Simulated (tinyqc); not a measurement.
Inside a calculation. Model: random telegraph noise from one oxide trap in a small MOSFET.

tinyqc, about 0.01 s, one thread, Intel Xeon 2.30GHz (shared host): `OMP_NUM_THREADS=1 python tinyqc.py 2710164 2710165 out.jsonl` Printed values are rounded.

An acceptor-like trap exchanges electrons with the channel. Inversion charge Q = Cox u, u = n Vt W0(exp((Vg - VT)/(n Vt))), W0 the Lambert function, n = nf, Cox = eps0 eox/tox; linear regime Id = (W/L) mu Q Vd. Relative to threshold the surface potential rises by Vt ln(u/u0) and the oxide voltage by the rest of Vg - VT, with u0 = n Vt W0(1).

Values chosen for this exercise; values of the order met in silicon transistors: temperature T = 300 K; relative permittivity of the gate insulator (close to silicon dioxide) eox = 3.9; insulator thickness tox = 2.1 nm; depth of the trap from the channel interface xt = 0.67 nm; trap level above the channel Fermi level at threshold E0 = 0.2 eV; capture prefactor s0 = 3e-16 cm^2; capture barrier (lattice relaxation) EB = 0.53 eV; tunnelling decay length lt = 0.1 nm; thermal velocity vth = 1.4e7 cm/s; thickness of the inversion layer zi = 1.6 nm; threshold voltage VT = 0.51 V; body factor nf = 1.27; gate width W = 180 nm; gate length L = 41 nm; mobility mu = 140 cm^2/(V s); scattering coefficient of the charged trap asc = 0 V s; drain voltage Vd = 0.1 V; gate voltage Vg = 0.98 V.

Constants: q = 1.602176634e-19 C, kB = 1.380649e-23 J/K, Vt = kB T/q, eps0 = 8.8541878128e-14 F/cm where lengths are in cm. Results are converted to the units shown.

Range of the model: VT is taken as given; short-channel effects and the uneven flow of current among few electrons are left out.

## Trap level, time constants and occupancy

N = Cox u/q; dpsi = Vt ln(u/u0); E = E0 - dpsi - (xt/tox)(Vg - VT - dpsi); capture time tc = 1/[(N/zi) vth s0 exp(-xt/lt - EB/Vt)]; emission time te = tc exp(-E/Vt); occupancy te/(tc + te).

u = 0.388846 V
N = 3.99082e12 cm^-2
dpsi = 0.0785622 V
E = -0.00344952 eV
tc = 6.21141 s
te = 7.09806 s
occupancy = 0.533309

The trap lies 0.13 Vt below the Fermi level, so it is filled 53.3 % of the time.

## Step height

A = W L; threshold step dV = q (1 - xt/tox)/(Cox A); gm/Id = 1/(u + n Vt); relative step dI/I = (gm/Id) dV + asc mu/A. Id as defined.

electrons in the channel N A = 294.522
dV = 0.899035 mV
gm/Id = 2.37148 1/V
number part of dI/I = 0.213204 %
dI/I = 0.213204 %
Id = 39.2997 uA
dI = 83.7884 nA

## Lorentzian spectrum

Spectrum S(f) = 4 dI^2/{(tc + te)[(1/tc + 1/te)^2 + (2 pi f)^2]}; corner fc = (1/tc + 1/te)/(2 pi); variance dI^2 tc te/(tc + te)^2. Give S at f = 0, at fc and at 10 fc.

fc = 0.0480453 Hz
S(0) = 2.31529e-14 A^2/Hz
S(fc) = 1.15765e-14 A^2/Hz
S(10 fc) = 2.29237e-16 A^2/Hz
rms current = 41.8012 nA

The rms value is 0.499 of the step; it reaches its largest share, 1/2, when tc = te.
